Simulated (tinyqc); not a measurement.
What moves lifetime and leakage: Shockley-Read-Hall recombination through one deep level.

One level at Et with degeneracy 1: tn = 1/(sn vth Nt), tp = 1/(sp_ vth Nt), n1 = Nc exp((Et - Eg)/kT), p1 = Nv exp(-Et/kT), ni^2 = n1 p1. Equilibrium n0 = Nm, p0 = ni^2/Nm; n = n0 + dn, p = p0 + dn. U = (n p - ni^2)/(tp (n + n1) + tn (p + p1)), lifetime dn/U; emission rates en = sn vth n1, ep = sp_ vth p1.

Constants: kB = 8.617333262e-05 eV/K.

Parameters, chosen for this exercise (gap and densities of states near those of Si at this temperature; not measured data):
- Eg = 1.13 eV (gap)
- Nc = 2.05e+19 1/cm^3 (conduction-band density of states)
- Nv = 8.62e+18 1/cm^3 (valence-band density of states)
- T = 250 K
- Et = 0.457 eV (recombination level above Ev)
- Nt = 9e+14 1/cm^3 (defects)
- sn = 1.7e-16 cm^2 (electron capture cross-section)
- sp_ = 2e-16 cm^2 (hole capture cross-section)
- vth = 16000000 cm/s (thermal velocity, both carriers)
- Nm = 7.8e+16 1/cm^3 (equilibrium electrons for the lifetime steps)
- dn = 6.4e+12 1/cm^3 (excess pairs)

G = Nt en ep/(en + ep).

One parameter was then changed.

Results before and after:
```
case,lifetime (microsecond),G (1/(cm^3 s))
base,0.3473,1.36e+12
changed,0.6945,6.80e+11
```

Which of these changes was made? (a) Nm = 2.34e+17 1/cm^3; (b) Et = 0.497 eV; (c) sn = 3.4e-16 cm^2; (d) sp_ = 4e-16 cm^2; (e) Nt = 4.5e+14 1/cm^3; (f) dn = 1.92e+13 1/cm^3.

Answer: (e) Nt = 4.5e+14 1/cm^3. Of the candidates, run in turn, only this one gives the changed row.

All candidates:
```
case,lifetime (microsecond),G (1/(cm^3 s))
base,0.3473,1.36e+12
Et = 0.497 eV,0.3473,8.67e+12
sn = 3.4e-16 cm^2,0.3472,2.72e+12
sp_ = 4e-16 cm^2,0.1736,1.36e+12
Nt = 4.5e+14 1/cm^3,0.6945,6.80e+11
Nm = 2.34e+17 1/cm^3,0.3472,1.36e+12
dn = 1.92e+13 1/cm^3,0.3473,1.36e+12
```

Program tinyqc; command `OMP_NUM_THREADS=1 python tinyqc.py 1680490 1680491 out.jsonl`; about 0.01 s on one thread of a shared Intel(R) Xeon(R) Processor @ 2.30GHz.
